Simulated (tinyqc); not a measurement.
# Frequency dispersion of an accumulation capacitance by border traps, distributed model, step by step

Numbers from tinyqc (`OMP_NUM_THREADS=1 python tinyqc.py 2202121 2202122 out.jsonl`; about 0.3 s on one thread of a shared Intel Xeon 2.30GHz). Printed values are rounded.

Traps spread evenly through the insulator exchange electrons with the semiconductor by tunnelling, with tau(x) = t0 exp(2 ka x) at depth x from the interface. The admittance per area Y seen at depth x obeys dY/dx = -Y^2/(i w eps0 eox) + q Nb ln(1 + i w tau)/tau, with Y(0) = i w Cs and w = 2 pi f; the gate sees Y(tox) = G + i w C. Working variable y = Y/(i w), in uF/cm^2. Cox = eps0 eox/tox.

Inputs (values chosen for the exercise); permittivity close to that of zirconium oxide: relative permittivity of the insulator eox = 22.5; insulator thickness tox = 3.8 nm; semiconductor capacitance in accumulation Cs = 0.52 uF/cm^2; density of border traps Nb = 4.1e19 cm^-3 eV^-1; decay constant of the wave function in the insulator ka = 3 1/nm; time constant of a trap at the interface t0 = 5e-9 s; frequency f = 1e6 Hz; depth down to which the steps are taken xe = 1.4 nm.

Constants: q = 1.602176634e-19 C, eps0 = 8.8541878128e-14 F/cm where lengths are in cm. Results are converted to the units shown.

## Scales and lumped estimate

Cox; trap-free value 1/(1/Cox + 1/Cs); response depth d = ln(1/(w t0))/(2 ka), where w tau = 1; lumped estimate: all traps within d act as C_bt = q Nb d placed at d/2, so C = 1/{1/[1/(1/Cs + d/(2 eps0 eox)) + C_bt] + (tox - d/2)/(eps0 eox)}.

Cox = 5.242611 uF/cm^2
trap-free C = 0.4730768 uF/cm^2
d = 0.5767401 nm
C_bt = 0.3788562 uF/cm^2
lumped C = 0.7730223 uF/cm^2

The traps within reach amount to 0.729 Cs and lie in the first 15.2 % of the insulator.

## Midpoint steps through the active depth

In terms of y: dy/dx = -y^2/(eps0 eox) + s(x), s = q Nb ln(1 + z)/z, z = i w tau. 10 midpoint steps of h = xe/10: y_half = y + (h/2) y'(x, y), y(new) = y + h y'(x + h/2, y_half).

```
point  x (nm)      s (uF/(cm^2 nm))           y (uF/cm^2)
0           0  0.6566764-0.0103134i  0.5200000+0.0000000i
1        0.14  0.6557365-0.0238382i  0.6096515-0.0021904i
2        0.28  0.6507748-0.0545922i  0.6982352-0.0072167i
3        0.42  0.6262662-0.1193603i  0.7843897-0.0185267i
4        0.56  0.5340196-0.2170696i  0.8625773-0.0416172i
5         0.7  0.3528866-0.2640683i  0.9199109-0.0764105i
6        0.84  0.1851192-0.2166287i  0.9502822-0.1099586i
7        0.98  0.0866087-0.1416237i  0.9617962-0.1332909i
8        1.12  0.0386599-0.0822513i  0.9635288-0.1466346i
9        1.26  0.0169274-0.0446509i  0.9607589-0.1531251i
10        1.4  0.0073520-0.0232253i  0.9560309-0.1555614i
```

## Capacitance and conductance at the gate

y at xe = 0.9560309-0.1555614i uF/cm^2

Beyond xe the traps are ignored, so 1/y(tox) = 1/y(xe) + (tox - xe)/(eps0 eox); C = Re y, G/w = -Im y, loss tangent G/(w C).

y at the gate = 0.8593951-0.1250531i uF/cm^2
C = 0.8593951 uF/cm^2
G/w = 0.1250531 uF/cm^2
loss tangent = 0.1455130

A fine integration over the whole insulator gives C = 0.86066 and G/w = 0.1287 uF/cm^2; the coarse G/w is 2.9 % below that. The fine C is 82 % above the trap-free value, and the lumped estimate is 10 % below the fine result.
